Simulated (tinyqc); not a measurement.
# p-n diode, drift-diffusion by the Gummel loop with Scharfetter-Gummel fluxes: what changes with what

Abrupt junction at x = 0, p side from -Lp, n side to Ln, ohmic contacts. psi is counted from the intrinsic level; n = ni exp((psi - phin)/Vt), p = ni exp((phip - psi)/Vt). Contacts: p side psi = V - Vt ln(Na/ni), p = Na, n = ni^2/Na; n side psi = Vt ln(Nd/ni), n = Nd, p = ni^2/Nd. Constant mobilities, D = mu Vt, Boltzmann statistics, SRH recombination through a mid-gap level, U = (n p - ni^2)/(tp (n + ni) + tn (p + ni)). Current is positive from the p contact to the n contact.

Inputs (values chosen for the exercise); band and dielectric values those of a made-up semiconductor:
```
symbol,value,unit,meaning
T,350,K,temperature
Eg,1.78,eV,band gap
eps_r,16.6,,relative permittivity
Nc,5.34e17,cm^-3,conduction-band density of states at T
Nv,1.1e19,cm^-3,valence-band density of states at T
Na,8.5e17,cm^-3,acceptor density of the p side
Nd,7.9e16,cm^-3,donor density of the n side
mun,3800,cm^2/(V s),electron mobility
mup,240,cm^2/(V s),hole mobility
tn,1e-9,s,SRH lifetime of electrons
tp,6e-7,s,SRH lifetime of holes
Lp,1.2,um,length of the p side
Ln,1.8,um,length of the n side
G,0,cm^-3 s^-1,uniform generation rate
```

Constants: q = 1.602176634e-19 C, kB = 1.380649e-23 J/K, Vt = kB T/q, eps0 = 8.8541878128e-14 F/cm where lengths are in cm. Results are converted to the units shown.

Each table varies one quantity; the others keep the values above.

## Current against voltage in the dark

ni = sqrt(Nc Nv) exp(-Eg/(2 Vt)), Eg in volts. Poisson and both continuity equations are solved self-consistently with Scharfetter-Gummel fluxes on a graded mesh of 500 nodes. J_scr is q times the integral of U between -xp and xn. Ideal diffusion current J_id = q ni^2 [Dn coth(wp/Le)/(Le Na) + Dp coth(wn/Lh)/(Lh Nd)] (exp(V/Vt) - 1), Le = sqrt(Dn tn), Lh = sqrt(Dp tp), wp = Lp - xp, wn = Ln - xn, with xp and xn from the depletion approximation (W = sqrt(2 eps0 eps_r (Vbi - V)(1/Na + 1/Nd)/q), xp = W Nd/(Na + Nd), xn = W Na/(Na + Nd), Vbi = Vt ln(Na Nd/ni^2)). Ideality factor = 0.004 V/(Vt ln[J(V + 0.004 V)/J(V)]). Here G = 0.

In this table G = 0 cm^-3 s^-1.

Current against voltage in the dark:
columns A: V (V); B: J (A/cm^2); C: ideality factor; D: J_scr/J (%); E: J_id (A/cm^2); F: share recombining at the contacts (%); G: larger minority/doping at -xp and xn
```
A            B     C       D         E        F         G
0.33  2.43e-10  1.90     100  2.17e-15  8.56e-4  2.03e-18
0.48   3.19e-9  1.95     100  3.13e-13  0.00940  2.91e-16
0.62   3.47e-8  1.94    99.9  3.24e-11   0.0895  3.00e-14
0.77   4.54e-7  1.92    99.0   4.67e-9    0.985  4.29e-12
0.92   6.58e-6  1.75    89.8   6.73e-7     9.80  6.13e-10
1.07   1.76e-4  1.27    45.0   9.69e-5     52.7   8.71e-8
1.21    0.0109  1.04    8.39    0.0100     87.8   8.81e-6
1.36      1.45  1.01   0.870      1.44     95.0   0.00121
1.51       198  1.04  0.0488       207     96.8     0.129
```

What does the table show?

J rises from 2.43e-10 to 198 A/cm^2; the ideality factor moves up and down between 1.01 and 1.95. Recombination in the depleted layer carries over half of the current up to V = 0.92 V, where the factor is 1.75; it grows roughly as exp(V/2 Vt), so diffusion overtakes it. Where the factor is lowest (V = 1.36 V), J is 0.64 % above the ideal diffusion current. From V = 1.51 V on the minority density at an edge of the layer exceeds a tenth of the doping, and in the last row J is 4.7 % below the ideal value.

## Effect of the donor density of the n side at fixed bias

Same model as above.

In this table V = 0.89 V.

Results:
columns A: Nd (cm^-3); B: J (A/cm^2); C: ideality factor; D: J_scr/J (%); E: J_id (A/cm^2); F: share recombining at the contacts (%); G: larger minority/doping at -xp and xn
```
A             B     C     D        E     F         G
7.9e16  3.77e-6  1.81  93.4  2.49e-7  6.32  2.27e-10
8.8e16  3.56e-6  1.81  93.3  2.41e-7  6.46  1.83e-10
1.1e17  3.18e-6  1.81  92.9  2.26e-7  6.80  1.18e-10
1.2e17  3.04e-6  1.80  92.7  2.22e-7  6.96  9.91e-11
1.3e17  2.91e-6  1.80  92.5  2.18e-7  7.11  8.46e-11
```

Estimate the missing row, Nd = 9.7e16 cm^-3.

Computed row:
columns A: Nd (cm^-3); B: J (A/cm^2); C: ideality factor; D: J_scr/J (%); E: J_id (A/cm^2); F: share recombining at the contacts (%); G: larger minority/doping at -xp and xn
```
A             B     C     D        E     F         G
9.7e16  3.39e-6  1.81  93.1  2.34e-7  6.60  1.51e-10
```

With this row back in the table: As Nd rises from 7.9e16 to 1.3e17, J falls from 3.77e-6 to 2.91e-6 A/cm^2, the share of the depleted layer falls from 93.4 to 92.5 % and the share lost at the contacts rises from 6.32 to 7.11 %. The exponent d ln J/d ln Nd is -0.52 between the first two rows and -0.51 between the last two. J less J_scr is 0.061 % below J_id in the last row.

Computed by the program tinyqc: `OMP_NUM_THREADS=1 python tinyqc.py 2240043 2240044 out.jsonl`, one thread of a shared Intel Xeon 2.30GHz, about 0.1 s for the whole run.
